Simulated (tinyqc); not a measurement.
Undoped symmetric double-gate MOSFET, analytic potential model: one step of the calculation.

An undoped body of thickness ts between two equal insulators and tied gates; long channel, electrons only, n = ni exp((psi - V)/Vt) with V the quasi-Fermi potential (0 at the source, Vd at the drain), constant mobility, no quantisation. Across the body psi(x) = V - 2 Vt ln[(ts/(2 beta)) sqrt(q ni/(2 eps0 eps_r Vt)) cos(2 beta x/ts)], x from the centre. Q is the electron charge per area of the whole body.

Task. Charges and drain current. beta (between 0 and pi/2) solves (Vg - V0 - V)/(2 Vt) = ln(beta) - ln(cos beta) + 2 r beta tan(beta). Q = 8 eps0 eps_r Vt beta tan(beta)/ts; I = mu (1/L)(4 eps0 eps_r/ts)(2 Vt)^2 [g(beta_s) - g(beta_d)] per width, g = beta tan(beta) - beta^2/2 + r beta^2 tan^2(beta), with beta_s at V = 0 and beta_d at V = Vd.

Inputs (values chosen for the exercise); material values close to those of silicon:
```
symbol  value        unit                                     meaning
T         250           K                                 temperature
eps_r    11.7              relative permittivity of the semiconductor
ts          5          nm                              body thickness
mu        430  cm^2/(V s)                            channel mobility
L           2          um                                 gate length
Vd        0.8           V                               drain voltage
```

Constants: q = 1.602176634e-19 C, kB = 1.380649e-23 J/K, Vt = kB T/q, eps0 = 8.8541878128e-14 F/cm where lengths are in cm. Results are converted to the units shown.

beta_s = 0.29030849
beta_d = 2.9094706e-9
r = 0.61109902

Give: Qs; Qd; g(beta_s); g(beta_d); I.

Result.

Qs = 30.969 nC/cm^2
Qd = 3.0227e-15 nC/cm^2
g(beta_s) = 0.049186
g(beta_d) = 4.2325e-18
I = 0.16270 uA/um

The term r beta^2 tan^2(beta), which gives the square law, makes up 9.35 % of g at the source.

tinyqc, about 0.01 s, one thread, Intel Xeon 2.30GHz (shared host): `OMP_NUM_THREADS=1 python tinyqc.py 2440027 2440028 out.jsonl`
